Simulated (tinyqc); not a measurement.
Six-transistor SRAM cell, nodal equations and margins: effect of the gain factor of the pull-down transistor.

Two cross-coupled inverters (pull-down bn, pull-up bp) hold the nodes Q and QB; access transistors (ba, threshold VTn, gate on the word line at Vdd when selected) join them to the bit lines. Transistor (EKV form, voltages against the body): I = 2 n b Vt^2 [F(vp - Vs) - F(vp - Vd)] from drain to source, F(v) = ln^2(1 + exp(v/(2 Vt))), vp = (Vg - VT + sg |Vd - Vs|)/n. n-channel bodies are at 0; for the p-channel device all voltages are counted down from Vdd. b in uA/V^2 gives I in uA. For an access transistor the bit line is the drain and the node the source. In a read both bit lines are at Vdd. The cell is symmetric (no mismatch).

f(x) is the node voltage of one half-cell for input x: In = Ip in hold, In = Ip + Ia in a read. Static noise margin: side of the largest square between the curve (x, f(x)) and its mirror image (f(y), y); with h(c) the root x of f(x) - x = c, it is the maximum over c > 0 of h(c) - h(-c) + c. Q is the low node in a read and Iread the current of its access transistor. The write trip is the voltage to which the bit line of the high node must fall (the other staying at Vdd) for that state to vanish; higher is easier, and a negative value means that a grounded bit line does not write.

Parameters, values chosen for the exercise: temperature T = 400 K; supply voltage Vdd = 0.8 V; slope factor n = 1.17; drain-induced barrier lowering sg = 0.051; n-channel threshold VTn = 0.39 V; p-channel threshold (magnitude) VTp = 0.31 V; gain factor of the access transistor ba = 180 uA/V^2; gain factor of the pull-up transistor bp = 190 uA/V^2.

Constants: q = 1.602176634e-19 C, kB = 1.380649e-23 J/K, Vt = kB T/q. Results are converted to the units shown.

Effect of the gain factor of the pull-down transistor:
```
bn (uA/V^2)  hold margin (mV)  read margin (mV)  Q in a read (mV)  Iread (uA)  write trip (mV)
230                     312.2             191.2             102.0       8.259            104.1
310                     314.9             199.2             83.75       9.402            88.03
400                     316.5             206.3             69.82       10.33            74.44
530                     317.2             214.2             56.36       11.27            59.85
700                     317.0             221.7             45.04       12.09            46.03
920                     315.9             228.7             35.77       12.78            33.21
```

As bn goes from 230 to 920 uA/V^2, the read margin rises from 191 to 229 mV, the write trip falls from 104 to 33.2 mV and Iread rises from 8.26 to 12.8 uA. The read margin is 0.61 of the hold margin in the first row and 0.72 in the last. Read stability and write ability pull in opposite directions.

tinyqc, about 0.1 s, one thread, Intel Xeon 2.30GHz (shared host): `OMP_NUM_THREADS=1 python tinyqc.py 2340011 2340012 out.jsonl`
